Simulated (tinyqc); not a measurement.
Arrhenius plot: admittance spectroscopy and thermally stimulated current of one trap level in a depletion layer. Computed by tinyqc, a small Python program. Command: `OMP_NUM_THREADS=1 python tinyqc.py 3113012 3113013 out.jsonl admit walk`. One thread of a shared host (Intel(R) Xeon(R) Processor @ 2.30GHz), about 0.01 s of CPU time with the checks.

A Schottky junction on n-type material holds one donor-like electron trap; shallow donors are fully ionised and abrupt depletion edges are assumed.

Inputs (values chosen for the exercise, modelled on n-type germanium):
```
quantity                         value    unit
density-of-states mass m         0.548     m_0
shallow doping N               6.3e+16  1/cm^3
trap depth E_t below the band    0.206      eV
capture cross section sigma    3.1e-17    cm^2
test frequency f                700000      Hz
```

Constants: k_B = 1.380649e-23 J/K; m_0 = 9.1093837015e-31 kg; h = 6.62607015e-34 J s; k_B = 8.617333262e-05 eV/K.

Method:
- N_c = 2 (2 pi m k_B T/h^2)^(3/2), v_th = sqrt(3 k_B T/m), emission rate e_n = sigma v_th N_c exp(-E_t/(k_B T)).
- Where the level crosses the Fermi level capture equals emission, so the trap follows the signal with the rate 2 e_n; G/omega peaks at omega = 2 e_n (the correction for large N_t/N is left out).
- Solve 2 e_n(T_p) = 2 pi f.
- T_p for 0.1, 0.3, 1, 3 and 10 f; least-squares lines of ln(e_n/T^2) and of ln(e_n) against 1/(k_B T), e_n = pi f; sigma = exp(intercept)/(v_th N_c/T^2).

peak temperature T_p = 307.493 K

Peaks:
```
f (Hz)    T_p (K)  1/(k_B T) (1/eV)  ln(e_n/T^2)  ln(e_n)
7.00e+04   247.84            46.823       1.2754   12.301
2.10e+05   273.41            42.443       2.1776   13.400
7.00e+05   307.49            37.739       3.1467   14.604
2.10e+06   345.90            33.549       4.0099   15.702
7.00e+06   398.93            29.089       4.9286   16.906
```

depth from e_n/T^2 = 0.206 eV

cross section from the intercept = 3.10e-17 cm^2

depth without the T^2 = 0.25950 eV

What does the comparison show, and why?

Leaving out T^2 adds 53 meV, near 2 k_B T_p = 53 meV.

Extremes, crossings and ranges named in words are read from the listed rows.
